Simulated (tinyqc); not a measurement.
Tuning the Rashba term through the balance point: two-dimensional electron gas with Rashba and Dresselhaus coupling.

H = c k^2/m + al (ky sx - kx sy) + b1 (kx sx - ky sy) + gam kx ky (kx sy - ky sx), s the Pauli matrices, x = [100], c = hbar^2/2m0, b1 = gam (pi/L)^2 (hard walls). H = c k^2/m + B.s, so E = c k^2/m -/+ |B| and the lower state has its spin along -B.

Constants: hbar^2/2m0 = 3.80998211 eV angstrom^2.

Parameters, chosen for this exercise (of the size met in InSb; not measured data):
- m = 0.0144 m0 (mass)
- gam = 381.5 eV angstrom^3 (bulk Dresselhaus constant)
- L = 122 angstrom (width of the (001) well)
- n = 18 1e11/cm^2 (sheet density (one subband filled))

al = f (b1 - b3) at k0 = sqrt(2 pi n), b3 = gam k0^2/4. Helix wavelength along [110]: 2 pi c/(m |al + b1 - b3|). Dyakonov-Perel rates are proportional to the mean squares of the first harmonics: for spin along z, al^2 + (b1 - b3)^2; for the most protected in-plane spin, (al - (b1 - b3))^2/2 (third harmonic left out); both are given over (b1 - b3)^2.

Against f:

| f | al (meV angstrom) | wavelength (micron) | rate, z | rate, in plane |
|---|---|---|---|---|
| 0.00 | 0.000 | 1.146 | 1.000 | 0.5000 |
| 0.25 | 36.277 | 0.917 | 1.062 | 0.2812 |
| 0.50 | 72.553 | 0.764 | 1.250 | 0.1250 |
| 0.75 | 108.830 | 0.655 | 1.562 | 0.0312 |
| 0.90 | 130.596 | 0.603 | 1.810 | 0.0050 |
| 1.00 | 145.107 | 0.573 | 2.000 | 0.0000 |
| 1.25 | 181.383 | 0.509 | 2.562 | 0.0312 |
| 2.00 | 290.213 | 0.382 | 5.000 | 0.5000 |

At f = 1, al = 145.11 meV angstrom, the first harmonic points along one axis for all k and the listed in-plane rate vanishes; the helix would have wavelength 0.57 micron. But the third harmonic, left out of the table, has b3/(b1 - b3) = 0.74; its mean square, 0.28 in these units against 0.50 for the in-plane rate at f = 0, limits the protection to about the ratio of the two. The uniform z spin still relaxes there, twice as fast as at f = 0.

tinyqc: `OMP_NUM_THREADS=1 python tinyqc.py 1451920 1451921 out.jsonl`; about 0.01 s, one thread, shared Intel(R) Xeon(R) Processor @ 2.30GHz.
